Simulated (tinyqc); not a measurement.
Sweep of the shear strain: two-band k.p model of the Delta valleys near the X point under shear strain.

Valley pair on the [001] axis, kz counted from the X point, c = hbar^2/2m0, k0 = kx0 2 pi/a. H = (c kz^2/ml + c (kx^2 + ky^2)/mt + c k0^2/ml) 1 + (2 c k0 kz/ml) sigma_z + (D exy - 2 c kx ky/Mp) sigma_x, so E = c kz^2/ml + c (kx^2 + ky^2)/mt + c k0^2/ml -/+ sqrt((2 c k0 kz/ml)^2 + (D exy - 2 c kx ky/Mp)^2). Without strain the lower band has its minima, E = 0, at kz = +/- k0. Shifts from diagonal strain are left out.

For |eta| < 1: k_min = k0 sqrt(1 - eta^2), E_min = -Delta eta^2/2, ml(eta) = ml/(1 - eta^2), 1/m[110] = 1/mt + eta/Mp, 1/m[1-10] = 1/mt - eta/Mp. For |eta| > 1 the minimum sits at X: E_min = -Delta (2 |eta| - 1)/2, ml(eta) = ml/(1 - 1/|eta|), and eta is replaced by its sign in the transverse masses. Here Delta = 2 c k0^2/ml and eta = D exy/Delta.

Constants: hbar^2/2m0 = 3.80998211 eV angstrom^2.

Values chosen for the exercise (near those of Si; the results hold for these values, not for the real material): a = 5.425 angstrom (lattice constant); ml = 0.892 m0 (longitudinal mass); mt = 0.191 m0 (transverse mass); kx0 = 0.146 2 pi/a (distance of the minimum from X); D = 15.3 eV (shear deformation potential); Mp = 0.241 m0 (coupling mass).

Delta = 2 c k0^2/ml, eta = D exy/Delta.

The minimum:
```
exy       eta  k_min/k0  E_min (meV)  ml(eta)  m[110]  m[1-10]  density-of-states mass
0.0000  0.000     1.000          0.0    0.892  0.1910   0.1910                   0.319
0.0016  0.100     0.995         -1.2    0.901  0.1769   0.2075                   0.321
0.0040  0.251     0.968         -7.7    0.952  0.1594   0.2383                   0.331
0.0080  0.501     0.865        -30.7    1.191  0.1367   0.3168                   0.372
0.0120  0.752     0.660        -69.0    2.051  0.1197   0.4724                   0.488
0.0144  0.902     0.432        -99.4    4.785  0.1114   0.6698                   0.709
0.0192  1.203     0.000       -171.6    5.294  0.1066   0.9206                   0.804
0.0255  1.597     0.000       -268.0    2.385  0.1066   0.9206                   0.616
```

What can be read from this table?

The valleys reach X at eta = 1, that is exy = 0.0160. The shift is quadratic up to eta = 1 (-7.7 meV at eta = 0.25, -30.7 meV at 0.50) and linear beyond, while 1/m[110] rises linearly, taking m[110] from 0.191 to its floor 0.1066, a gain of 79 % in 1/m. ml(eta) diverges at eta = 1; the largest value listed is 5.29. A deformation-potential model with fixed masses misses all of this.

Computed by tinyqc, a small Python program: `OMP_NUM_THREADS=1 python tinyqc.py 1050130 1050131 out.jsonl` (the numbers bound the seed that draws the inputs); one thread of a shared host (Intel(R) Xeon(R) Processor @ 2.30GHz), about 0.01 s for the whole set of steps.
